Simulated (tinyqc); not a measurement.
Carrier lifetime from Shockley-Read-Hall, radiative, Auger and surface recombination: one step, computed by the program tinyqc.

Energies are counted from the top of the valence band. Boltzmann statistics, full ionisation, and equal excess densities of electrons and holes.

Question. Equilibrium densities. N_c = 2 M_c (2 pi m_e k_B T/h^2)^(3/2) and N_v = 2 (2 pi m_h k_B T/h^2)^(3/2), masses in units of m_0. n_i = sqrt(N_c N_v) exp(-E_g/2 k_B T); majority density N/2 + sqrt(N^2/4 + n_i^2), minority density n_i^2 over it.

Inputs (values chosen for the exercise, with bands modelled on CdTe):
```
quantity             value   unit
gap E_g               1.54     eV
electron mass m_e   0.0977    m_0
valleys M_c              1      -
hole mass m_h        0.645    m_0
temperature T          250      K
doping N           7.4e+16  cm^-3
```

Doping: p-type. Surface term: two equal surfaces.

Constants: m_0 = 9.1093837015e-31 kg; k_B = 1.380649e-23 J/K; h = 6.62607015e-34 J s; k_B = 8.617333262e-05 eV/K.

Give: N_c; N_v; n_i; n_0; p_0.

Answer.

N_c = 5.8296e+17 cm^-3

N_v = 9.8887e+18 cm^-3

n_i = 720.90 cm^-3

n_0 = 7.0229e-12 cm^-3

p_0 = 7.40e+16 cm^-3
